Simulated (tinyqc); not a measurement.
Worked calculation: MP2 on RHF in the 3-21g basis, for H-, spin multiplicity 1. The basis has no diffuse functions, so it cannot describe the extra electron: this is an exercise in the method, not the real anion. One step of it, computed by the program tinyqc.

Task: Iteration 1: building the Fock matrix. J_ij = sum D_kl (ij|kl), K_ij = sum D_kl (ik|jl); F = H + J - 0.5 K; E = tr D H + tr D J / 2 - 0.25 tr D K + E_nn.

D at the start, order 1H 1s, 1H 2s:
$$\begin{pmatrix}
0.075038 & 0.334671 \\
0.334671 & 1.492635
\end{pmatrix}$$

core Hamiltonian H = T + V (hartree), order 1H 1s, 1H 2s:
$$\begin{pmatrix}
-0.171513 & -0.489511 \\
-0.489511 & -0.408216
\end{pmatrix}$$

Two-electron integrals (ij|kl) in chemists' order, unique and non-zero (hartree):
```
(11|11) 1.140145   (21|11) 0.611403   (21|21) 0.345152   (22|11) 0.626370
(22|21) 0.380329   (22|22) 0.482957
```

nuclear repulsion = 0 hartree

Give: Coulomb J; exchange K; Fock matrix F; total energy of this density.

Result:

Coulomb J (hartree), order 1H 1s, 1H 2s:
$$\begin{pmatrix}
1.430 & 0.845 \\
0.845 & 1.022
\end{pmatrix}$$

exchange K (hartree), order 1H 1s, 1H 2s:
$$\begin{pmatrix}
1.010 & 0.939 \\
0.939 & 1.001
\end{pmatrix}$$

Fock matrix F (hartree), order 1H 1s, 1H 2s:
$$\begin{pmatrix}
0.753 & -0.114 \\
-0.114 & 0.114
\end{pmatrix}$$

total energy of this density = -0.40015 hartree
